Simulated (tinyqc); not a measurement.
p-n heterojunction, non-linear Poisson equation by Newton steps, Fermi-Dirac statistics: one step of the calculation.

One dimension, material 1 (p-type) at x < 0 and material 2 (n-type) at x > 0. Band edges: Ec = -psi in material 1 and -psi + dEc in material 2, Ev = Ec - Eg. Flat quasi-Fermi levels: 0 for holes, +V for electrons. n = Nc F((EFn - Ec)/Vt), p = Nv F((Ev - EFp)/Vt), with F(eta) = F_1/2(eta) = (2/sqrt(pi)) int_0^infinity sqrt(u) du/(1 + exp(u - eta)) (Fermi-Dirac statistics); full ionisation, no interface charge, classical densities; the doping types are chosen for the exercise.

Problem. Band edges, densities and displacement. Ec, Ev, n and p as defined; D = a_k (psi_(k+1) - psi_k) on the interval that holds the interface.

Values chosen for this exercise; band and dielectric values close to those of crystalline and amorphous silicon: temperature T = 400 K; band gap of material 1 Eg1 = 1.13 eV; conduction-band density of states of material 1 Nc1 = 4.3e19 cm^-3; valence-band density of states of material 1 Nv1 = 4.02e19 cm^-3; band gap of material 2 Eg2 = 1.73 eV; conduction-band density of states of material 2 Nc2 = 1.55e20 cm^-3; valence-band density of states of material 2 Nv2 = 1.54e20 cm^-3; conduction-band offset Ec2 - Ec1 dEc = 0.15 eV; acceptor density of material 1 N1 = 1.7e16 cm^-3; donor density of material 2 N2 = 2.4e16 cm^-3; bias of side 1 against side 2 V = -0.9 V.

Constants: q = 1.602176634e-19 C, kB = 1.380649e-23 J/K, Vt = kB T/q. Results are converted to the units shown.

```
node,x (nm),converged psi (V),material
0,-654,-0.86223328,1
1,-492,-0.86210805,1
2,-359,-0.86011891,1
3,-250,-0.83768215,1
4,-160,-0.69817980,1
5,-85.8,-0.42300536,1
6,-25,-0.08869297,1
7,25,0.25388542,2
8,86.2,0.54294909,2
9,161,0.71265693,2
10,253,0.74447568,2
11,365,0.74740848,2
12,503,0.74759807,2
```

```
interval,coupling a_i (F/cm^2)
0,6.3400357e-8
1,7.7224495e-8
2,9.4228054e-8
3,1.1412064e-7
4,1.3842126e-7
5,1.6892858e-7
6,2.0889880e-7
7,1.7361153e-7
8,1.4204579e-7
9,1.1548941e-7
10,9.4866298e-8
11,7.6992938e-8
```

Wanted: Ec; Ev; n; p; D.

Solution.

```
node,Ec (eV),Ev (eV),n (cm^-3),p (cm^-3)
0,0.8622,-0.268,0.002693,1.700e16
1,0.8621,-0.268,0.002703,1.694e16
2,0.8601,-0.270,0.002864,1.599e16
3,0.8377,-0.292,0.005491,8.340e15
4,0.6982,-0.432,0.3143,1.457e14
5,0.4230,-0.707,921.2,4.971e10
6,0.0887,-1.041,1.501e7,3.050e6
7,-0.1039,-1.834,1.445e10,0.001207
8,-0.3929,-2.123,6.335e13,2.751e-7
9,-0.5627,-2.293,8.709e15,2.001e-9
10,-0.5945,-2.324,2.192e16,7.951e-10
11,-0.5974,-2.327,2.387e16,7.302e-10
12,-0.5976,-2.328,2.400e16,7.262e-10
```

D = 71.56 nC/cm^2

Program tinyqc, `OMP_NUM_THREADS=1 python tinyqc.py 2040155 2040156 out.jsonl`; Intel Xeon 2.30GHz, shared host, one thread, about 0.2 s.
